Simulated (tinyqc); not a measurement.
Beam energy: resolution against speed: sputter depth profiling of a dopant layer: erosion rate, quantification and the mixing-roughness response. Computed by tinyqc, a small Python program. Command: `OMP_NUM_THREADS=1 python tinyqc.py 3007594 3007595 out.jsonl sims walk`. One thread of a shared host (Intel(R) Xeon(R) Processor @ 2.30GHz), about 0.01 s of CPU time with the checks.

A rastered ion beam erodes silicon (49.94 atoms per nm^3). The measured profile is the true one convolved with a depth response.

Inputs (values chosen for the exercise, modelled on a dopant in silicon under an oxygen or caesium beam): beam energy E = 5.3 keV; beam current = 24 nA; raster side = 300 um; sputter yield at 1 keV = 1.5; mixing length at 1 keV = 1.8 nm; roughness sigma = 0.5 nm; depth of the layer z0 = 37 nm; sheet density Q = 3.6e+12 1/cm^2; relative sensitivity factor RSF = 4.9e+20 1/cm^3; matrix count rate = 600000 1/s; background count rate = 4.6 1/s; counting time per point = 0.5 s; level that defines the junction C_B = 2e+17 1/cm^3.

True profile: delta layer.

Constants: e = 1.602176634e-19 C.

Method:
- Scaling chosen for the exercise: yield Y = Y1 E^0.5, mixing length w = w1 E^0.5 (E in keV).
- Erosion rate = Y I/(e x raster^2 x density); depth step = rate x counting time; concentration = RSF x counts/matrix counts; detection limit = RSF x 3 sqrt(background x time)/(matrix rate x time).
- Mixing alone turns a layer at z0 into (1/w) exp(-(z - z0 + w)/w) for z > z0 - w; roughness adds a Gaussian of width sigma. With x = z - z0 + w: g(x) = (1/(2w)) exp(sigma^2/(2 w^2) - x/w) erfc((sigma/w - x/sigma)/sqrt2), and its integral G(x) = (1/2) erfc(-x/(sigma sqrt2)) - w g(x). Measured: Q g(x), 1 nm = 1e-7 cm.
- Width = full width at half maximum; the apparent junction is the deep point where the profile falls to C_B; time to profile to twice z0 = 2 z0/erosion rate, at fixed current.

erosion rate = 0.115090 nm/s

Measured values:
```
E (keV)  w (nm)  peak (1/cm^3)  width (nm)  apparent junction (nm)  time (min)
0.15     0.6971     2.0068e+19      1.5814                  40.354      63.699
0.25     0.9000     1.7991e+19      1.7229                  41.007      49.341
0.50     1.2728     1.5083e+19      1.9870                  42.128      34.889
1.00     1.8000     1.2265e+19      2.3671                  43.559      24.671
2.00     2.5456     9.7065e+18      2.9087                  45.344      17.445
4.00     3.6000     7.5042e+18      3.6728                  47.518      12.335
8.00     5.0912     5.6896e+18      4.7459                  50.086       8.722
```

What does the comparison show, and why?

From the highest to the lowest energy the width goes from 4.75 to 1.58 nm, towards the floor set by roughness, 2.355 sigma = 1.18 nm, and the junction error from 13.1 to 3.35 nm, at 7.3 times the time. Extrapolating the tail slope to zero energy separates mixing from real diffusion. Caution: the surface transient, segregation under the beam and the growth of roughness with depth are left out, and real yields fall faster near the sputter threshold.

Extremes, crossings and ranges named in words are read from the listed rows.
